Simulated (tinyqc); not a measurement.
Worked calculation: parabolic quantum dot in a magnetic field (Fock-Darwin). Values are carried at full precision from step to step, so a last printed digit may differ when a step is redone from the rounded ones.

Two dimensions, V = m w0^2 r^2/2, one valley. hbar wc = 2 muB B/m, W = sqrt(w0^2 + wc^2/4), E(n, l, s) = (2n + |l| + 1) hbar W - l hbar wc/2 + s gs muB B, n = 0, 1, ..., l = 0, +/-1, ..., s = +/-1/2; length lam = sqrt(2c/(m hbar W)), c = hbar^2/2m0.

Constants: muB = 5.788381798e-05 eV/T; hbar^2/2m0 = 3.80998211 eV angstrom^2; e^2/(4 pi eps0) = 14.39964547 eV angstrom.

Inputs chosen for the exercise (near those of a gate-defined dot in Si; not measured data): m = 0.1963 m0 (mass); gs = 2.06 (g factor); w0 = 4.2 meV (confinement energy hbar w0); B = 8.22 T (magnetic field); Ec = 3.5 meV (charging energy e^2/C); eps = 11.7 (dielectric constant).

## Energy and length scales

Give hbar wc, hbar W, the two mode energies hbar W +/- hbar wc/2, the Zeeman energy |gs| muB B and lam.

hbar wc = 4.8477 meV
hbar W = 4.8492 meV

modes (meV): 7.2731  2.4254

Zeeman energy = 0.9802 meV
lam = 89.5 angstrom

The product of the modes is w0^2 = 17.64 meV^2 at any field. These two lines are all that far-infrared light sees, whatever the number of electrons (Kohn theorem).

## Orbital levels

The eight lowest (n, l) from E = (2n + |l| + 1) W - l wc/2.

Levels:
```
(n,l)   E (meV)
(0,0)     4.849
(0,1)     7.275
(0,2)     9.700
(0,-1)   12.122
(0,3)    12.125
(1,0)    14.548
(0,4)    14.551
(1,1)    16.973
```

## Addition spectrum

Constant interaction: mu(N) = E_N + (N - 1/2) Ec with the spin-resolved levels filled in order; the addition energy is mu(N + 1) - mu(N).

Filling:
```
N   state added  E_N (meV)  mu(N) (meV)  addition energy (meV)
1        (0,0)-      4.359        6.109                  4.480
2        (0,0)+      5.339       10.589                  4.945
3        (0,1)-      6.785       15.535                  4.480
4        (0,1)+      7.765       20.015                  4.945
5        (0,2)-      9.210       24.960                  4.480
6        (0,2)+     10.190       29.440                  4.942
7       (0,-1)-     11.632       34.382                  3.503
8        (0,3)-     11.635       37.885                  4.477
9       (0,-1)+     12.612       42.362                  3.503
10       (0,3)+     12.615       45.865                  4.942
```

The largest addition energy falls at N = 2 and 4; at zero field it peaks at the closed shells 2, 6 and 12. Exchange, which the model lacks, would favour parallel spins near level crossings. Ec is an independent input that includes screening by the gates. In Si a second valley, usually less than 1 meV up, adds levels and changes this order.

## Singlet and triplet of two electrons

Two electrons, first order in the Coulomb energy: the singlet (0,0)^2 has 2W + J0 and the lowest triplet (0,0)(0,1) has 3W - wc/2 + J0/2 - Ez, with J0 = sqrt(pi/2) q/(eps lam), q = e^2/(4 pi eps0), Ez = |gs| muB B.

Give J0, the triplet less the singlet, and J0/W.

J0 = 17.240 meV
E(T) - E(S) = -7.175 meV
J0/W = 3.56

The triplet is lower at this order. J0 exceeds W, so first order overstates the interaction and the result is only a guide.

## The same without perturbation theory

Exact treatment: the centre of mass separates with energy W, and the relative motion obeys [-(2c/m) Laplacian + (2c/m) r^2/(2 lam^2)^2 + q/(eps r)] psi = e_l psi for angular number l, solved in 14 Gaussians r^l exp(-a r^2), a = 1.7^i/(4 lam^2), i = -3 to 10. E(S) = W + e_0, E(T) = W + e_1 - wc/2 - Ez.

Solve for e_0 and e_1.

e_0, e_1 (meV): 15.64  17.30

first-order values W + J0 and 2W + J0/2 (meV): 22.09  18.32

E(T) - E(S), exact = -1.75 meV

First order overshoots e_0 by 6.44 meV and e_1 by only 1.02 meV, since the singlet gains more by keeping the electrons apart; it therefore favours the triplet by 5.42 meV too much. Of these two the triplet is lower, as first order says.

## Checks

- e_0 at W = 2 Ry m/eps^2, where it is exactly 2W, as a ratio e_0/W: both 2.000.
- Level (0,1) from the radial equation by finite differences against the formula, meV: both 7.27.

(tinyqc, `OMP_NUM_THREADS=1 python tinyqc.py 1280583 1280584 out.jsonl`, Intel(R) Xeon(R) Processor @ 2.30GHz, 1 thread, shared host, about 0.06 s.)
